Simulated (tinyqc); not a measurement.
Comparisons within one model: BHZ model on a square lattice (one spin block). A value that a table varies takes the place of the one given here.

h(k) = e0 + d.s with s the Pauli matrices in the basis (E, H), k in units of 1/a: dx = (A/a) sin kx, dy = (A/a) sin ky, dz = M - (2B/a^2)(2 - cos kx - cos ky), e0 = -(2D/a^2)(2 - cos kx - cos ky). The other spin block is h*(-k). For small k this is the continuum model with dz = M - B k^2.

Ribbon along x with N rows: cos ky and sin ky become hoppings between rows, block (A/a) sy/(2i) + (B/a^2) sz + D/a^2 from row n to n + 1, and the rows end at hard walls; width (N + 1) a.

Parameters, chosen for this exercise (of the size used for thin Bi2Se3 films; the results hold for these values, not for the real material):
```
symbol  value         unit           meaning
A       2.58          eV angstrom
B       -19.6         eV angstrom^2
D       -4.6          eV angstrom^2
M       -0.0429       eV             mass term
a       8             angstrom       grid spacing
k       (0.46, 0.52)  1/a            wave vector
```

## Gap of the edge states against width

penetration = 53.30 angstrom
E at kx = 0 = 10.0684 meV

The two middle levels of the ribbon at kx = 0. The continuum edge state has E = -D M/B and penetration 1/Re(l1), l1 = F - sqrt(F^2 - M/B), F = |A|/(2 sqrt(B^2 - D^2)).

Edge levels:
```
N   width (nm)  lower (meV)  upper (meV)  gap (meV)
6          5.6      -40.079       82.305   122.3844
10         8.8      -11.501       38.667    50.1684
14        12.0       -0.929       23.682    24.6110
20        16.8        5.652       15.106     9.4540
28        23.2        8.707       11.516     2.8088
40        32.8        9.837       10.303     0.4662
56        45.6       10.047       10.090     0.0427
```

How do the results move?

The two edges of one spin block overlap and open a gap, 122.38 meV at 6 nm and 0.0427 meV at 46 nm, against a bulk gap 2|M| = 85.8 meV at Gamma and a penetration of 5.3 nm. Rows with a gap above 2|M| are narrower than the edge states and hold confined bulk levels. Between the last two widths the gap falls as exp(-W/5.4 nm). The mean of the pair in the widest ribbon is 10.068 meV, against 10.068 for the continuum edge.

## Through the transition

M is varied. Direct gap at Gamma 2|M|; smallest direct gap on kx = 0 to 1 in steps of 0.01; nu = 1 for M/B > 0, else 0; middle gap of a ribbon of 40 rows at kx = 0 (block (A/a) sy/(2i) + (B/a^2) sz + D/a^2 between rows, hard walls).

Against M (meV):
```
M    2|M|  smallest direct gap  nu  ribbon gap
-40  80.0                80.00   1       0.686
-25  50.0                50.00   1       3.908
-15  30.0                30.00   1       9.670
-8   16.0                16.00   1      16.113
-3    6.0                 6.00   1      21.895
3     6.0                 6.00   0      29.924
8    16.0                16.00   0      37.339
15   30.0                30.00   0      48.543
30   60.0                60.00   0      74.617
```

What can be read from the table?

With B < 0, negative M is inverted. There edge states cross the bulk gap: the ribbon gap is 3.908 against 50.0 meV at M = -25 meV, and 21.895 against 6.0 at -3 meV, where the edge states overlap across the whole ribbon and confinement rules, while for positive M confinement raises it above 2|M| (48.54 against 30 meV at M = 15 meV). The smallest direct gap stays at Gamma on all rows.

## What each parameter does

Levels at k and dz there. Each row changes one parameter from the base and keeps the others.

Results:
```
case                      lower (meV)  upper (meV)  dz (meV)
base                         -203.807      271.694   101.729
A = 2.838 eV angstrom        -223.394      291.281   101.729
B = -21.56 eV angstrom^2     -210.346      278.232   116.191
D = -3.68 eV angstrom^2      -210.596      264.905   101.729
M = -0.0379 eV               -205.989      273.876   106.729
a = 10 angstrom              -157.216      200.664    49.662
```

How do the results move?

The largest shifts from the base row, up to three for each result and ties (the steps differ in size, so this ranks the rows, not the parameters). lower (meV): a +46.591, A -19.587, D -6.789. upper (meV): a -71.031, A +19.587, D -6.789. dz (meV): a -52.066, B +14.463, M +5.000; unchanged at the printed digits by A and D. D shifts both levels alike and leaves the states, so it cannot change the topology while the gap stays open.

Run: tinyqc, `OMP_NUM_THREADS=1 python tinyqc.py 1480831 1480832 out.jsonl`; Intel(R) Xeon(R) Processor @ 2.30GHz, one thread, shared host; about 0.1 s of CPU time with all checks.
